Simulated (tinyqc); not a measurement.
Free and trapped electrons in a MOS channel with a dense trap tail: two steps of the calculation.

p-type body, charge-sheet picture, full ionisation (an idealisation for deep acceptors), Boltzmann statistics for free electrons. e = Ec - EF at the surface. Acceptor-like traps of density D(E) = D0 + De exp(-E/Ew) at depth E below Ec, from 0 to Eu, hold n_t = integral of D(E)/(1 + exp((e - E)/Vt)). psi = Eg - Vt ln(Nv/Na) - e; N_dep = sqrt(2 eps0 eps_r Na (psi - Vt)/q); n_f = sqrt(N_dep^2 + 2 eps0 eps_r Vt Nc exp(-e/Vt)/q) - N_dep; Vg = Vfb + psi + q (N_dep + n_t + n_f)/Cox, Cox = eps0 eox/tox.

Inputs (values chosen for the exercise); band and dielectric values close to those of 4H silicon carbide:
- T = 300 K (temperature)
- Eg = 3.28 eV (band gap)
- eps_r = 9.6 (relative permittivity)
- Nc = 1.72e19 cm^-3 (conduction-band density of states at T)
- Nv = 2.5e19 cm^-3 (valence-band density of states at T)
- eox = 3.9 (relative permittivity of the insulator)
- tox = 45 nm (insulator thickness)
- Na = 7.6e15 cm^-3 (acceptor density)
- Vfb = -2.56 V (flat-band voltage without trapped charge)
- D0 = 1.7e11 cm^-2 eV^-1 (constant background density of acceptor-like traps)
- De = 1.3e13 cm^-2 eV^-1 (density of the tail at the conduction edge)
- Ew = 0.12 eV (decay energy of the tail)
- Eu = 0.95 eV (depth below Ec down to which the traps reach)
- mf = 88 cm^2/(V s) (mobility of free electrons)
- e = 0.147 eV (Ec - EF at the surface)

Constants: q = 1.602176634e-19 C, kB = 1.380649e-23 J/K, Vt = kB T/q, eps0 = 8.8541878128e-14 F/cm where lengths are in cm. Results are converted to the units shown.

Problem 1. Trapped charge. Trapezoid rule on 15 equal steps from 0 to Eu, f = 1/(1 + exp((e - E)/Vt)).

Find: E; D(E) f; n_t.

Solution 1.

```
point   E (eV)  D(E) f (cm^-2 eV^-1)
0            0              4.453e10
1      0.06333              2.965e11
2       0.1267              1.469e12
3       0.1900              2.387e12
4       0.2533              1.716e12
5       0.3167              1.097e12
6       0.3800              7.178e11
7       0.4433              4.932e11
8       0.5067              3.607e11
9       0.5700              2.825e11
10      0.6333              2.363e11
11      0.6967              2.091e11
12      0.7600              1.931e11
13      0.8233              1.836e11
14      0.8867              1.780e11
15      0.9500              1.747e11
```

n_t = 6.288e11 cm^-2

Problem 2. Charges and gate voltage. psi, N_dep, n_f and Vg as defined, with the n_t given; free share n_f/(n_f + n_t); apparent mobility mf n_f/(n_f + n_t); gate voltage spent on traps q n_t/Cox.

n_t = 6.2884959e11 cm^-2

Wanted: psi; N_dep; n_f; Vg; free share; apparent mobility; gate voltage spent on traps.

Solution 2.

psi = 2.9236 V
N_dep = 4.8340e11 cm^-2
n_f = 1.6281e10 cm^-2
Vg = 2.7199 V
free share = 2.5237 %
apparent mobility = 2.2208 cm^2/(V s)
gate voltage spent on traps = 1.3130 V

tinyqc, about 0.02 s, one thread, Intel Xeon 2.30GHz (shared host): `OMP_NUM_THREADS=1 python tinyqc.py 2222124 2222125 out.jsonl`
